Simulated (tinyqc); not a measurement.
n-type polysilicon, carrier trapping at grain boundaries: two steps of the calculation.

One-dimensional grains of size Lg, uniform ionised doping N, monovalent traps Qt at each boundary at a depth Et below (for electrons) or above (for holes) the band edge there, abrupt depletion of width W on each side of a boundary, Boltzmann statistics. xi is the distance from the band edge at the grain centre to the Fermi level. Trapped charge Qt/(1 + exp((xi + VB - Et)/Vt)) = 2 N W, barrier VB = q N W^2/(2 eps0 eps_r).

Values chosen for this exercise; values of the order met in polycrystalline silicon: temperature T = 300 K; relative permittivity eps_r = 11.7; conduction-band density of states at T NB = 2.8e19 cm^-3; grain size Lg = 150 nm; trap density of a grain boundary Qt = 1.4e12 cm^-2; depth of the trap level from the majority band edge at the boundary Et = 0.37 eV; doping N = 7.2e17 cm^-3.

Constants: q = 1.602176634e-19 C, kB = 1.380649e-23 J/K, Vt = kB T/q, eps0 = 8.8541878128e-14 F/cm where lengths are in cm. Results are converted to the units shown.

Problem 1. New W. Partly depleted grain, xi = Vt ln(NB/N): f = 1/(1 + exp((xi + VB - Et)/Vt)), g = Qt f - 2 N W, g' = -2 Qt f (1 - f) VB/(W Vt) - 2 N, W(new) = W - g/g'.

W after iteration 1 = 9.7212824 nm

Give: VB; f; g; g'; W after iteration 2.

Solution 1.

VB = 0.05262 V
f = 0.9998
g = -1.182e8 cm^-2
g' = -1.441e11 cm^-2/nm
W after iteration 2 = 9.720 nm

Problem 2. Depletion width, Fermi level and barrier. If the trap equation with xi = Vt ln(NB/N) has a root W < Lg/2, the grain is partly depleted; otherwise W = Lg/2 and the trap equation gives xi = Et - VB + Vt ln(Qt/(N Lg) - 1). N* = Qt/Lg.

Wanted: N*; W; xi; VB; share of traps filled.

Solution 2.

N* = 9.333e16 cm^-3
W = 9.720 nm
xi = 0.09464 V
VB = 0.05261 V
share of traps filled = 0.9998

N is 7.71 N*, and the grain is partly depleted; VB = 2.03 Vt.

Computed by the program tinyqc: `OMP_NUM_THREADS=1 python tinyqc.py 2830146 2830147 out.jsonl`, one thread of a shared Intel Xeon 2.30GHz, about 0.01 s for the whole run.
